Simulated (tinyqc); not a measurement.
Tunnelling through a two-layer gate stack, WKB transmission and Tsu-Esaki current: two steps of the calculation.

Electrons leave the emitter at x = 0. Energies E (motion across the layers) are in eV from the emitter Fermi level; the collector Fermi level lies at -V and offers states at every E. No charge in the dielectric and no image force: F1 = V/(t1 + t2 eps1/eps2), F2 = F1 eps1/eps2; U = phi1 - F1 x in layer 1 and phi2 - F1 t1 - F2 (x - t1) in layer 2. With C = hbar^2/(2 m0), kappa = sqrt(m (U - E)/C) where U > E and 0 elsewhere; T(E) = exp(-S), S = 2 times the integral of kappa over x.

Values chosen for this exercise; layer 1 close to silicon dioxide, layer 2 close to hafnium oxide:

| symbol | value | unit | meaning |
|---|---|---|---|
| T | 400 | K | temperature |
| Ef | 0.15 | eV | Fermi energy of the emitter above its band bottom |
| me | 1 | m0 | emitter mass in the supply function |
| phi1 | 3.07 | eV | barrier of layer 1 above the emitter Fermi level at zero bias |
| m1 | 0.51 | m0 | tunnelling mass of layer 1 |
| t1 | 1 | nm | thickness of layer 1 |
| eps1 | 4.05 |  | relative permittivity of layer 1 |
| phi2 | 1.54 | eV | barrier of layer 2 at zero bias |
| m2 | 0.2 | m0 | tunnelling mass of layer 2 |
| t2 | 2.1 | nm | thickness of layer 2 |
| eps2 | 21 |  | relative permittivity of layer 2 |
| V | 1.1 | V | voltage across the dielectric |
| Ea | -0.15 | eV | lower end of the energy grid |
| Eb | 0.44 | eV | upper end of the energy grid |
| nE | 15 |  | points of the energy grid |

Constants: q = 1.602176634e-19 C, kB = 1.380649e-23 J/K, hbar = 1.054571817e-34 J s, m0 = 9.1093837015e-31 kg, Vt = kB T/q, hbar^2/(2 m0) = 0.0380998212 eV nm^2. Results are converted to the units shown.

Task 1. Fields and band edges. F1 = V/(t1 + t2 eps1/eps2), F2 = F1 eps1/eps2; U = phi1 - F1 x in layer 1 and phi2 - F1 t1 - F2 (x - t1) in layer 2. EOT = 3.9 (t1/eps1 + t2/eps2).

Wanted: F1; F2; U at the end of layer 1; U at the start of layer 2; U at the end of layer 2; EOT.

Result 1.

F1 = 7.829 MV/cm
F2 = 1.510 MV/cm
U at the end of layer 1 = 2.287 eV
U at the start of layer 2 = 0.7571 eV
U at the end of layer 2 = 0.4400 eV
EOT = 1.353 nm

Task 2. Current density on a coarse energy grid. Each layer adds (2/F) sqrt(m/C) [G(u at its left edge) - G(u at its right edge)] to S, with u = U - E (0 where negative) and G(u) = (2/3) u^1.5. The slope follows from 1/d = -dS/dE.

J = J0 times the integral of T(E) N(E) dE, N = ln[(1 + exp(-E/Vt))/(1 + exp((-E - V)/Vt))], J0 = q^2 me m0 kB T/(2 pi^2 hbar^3) (times 1e-4 for A/cm^2 per eV), by Simpson's rule on nE equally spaced points from Ea to Eb.

Wanted: E; T(E); N; T(E) N; J0; J.

Result 2.

```
point    E (eV)       T(E)          N      T(E) N
0      -0.15000  1.1239e-9     4.3645   4.9053e-9
1      -0.10786  1.5656e-9     3.1719   4.9659e-9
2      -0.06571  2.1987e-9     2.0450   4.4963e-9
3      -0.02357  3.1154e-9     1.0924   3.4034e-9
4       0.01857  4.4581e-9    0.45961   2.0490e-9
5       0.06071  6.4496e-9    0.15854   1.0225e-9
6       0.10286  9.4458e-9   0.049351  4.6616e-10
7       0.14500  1.4028e-8   0.014787  2.0743e-10
8       0.18714  2.1170e-8  0.0043768  9.2656e-11
9       0.22929  3.2555e-8  0.0012908  4.2021e-11
10      0.27143  5.1208e-8  3.8025e-4  1.9472e-11
11      0.31357  8.2843e-8  1.1198e-4  9.2769e-12
12      0.35571  1.3904e-7  3.2975e-5  4.5848e-12
13      0.39786  2.4600e-7  9.7100e-6  2.3886e-12
14      0.44000  4.8147e-7  2.8592e-6  1.3766e-12
```

J0 = 5.5782e8 A/(cm^2 eV)
J = 0.45272 A/cm^2

The integrand peaks at E = -0.108 eV among these points.

Program tinyqc, `OMP_NUM_THREADS=1 python tinyqc.py 2540084 2540085 out.jsonl`; Intel Xeon 2.30GHz, shared host, one thread, about 0.04 s.
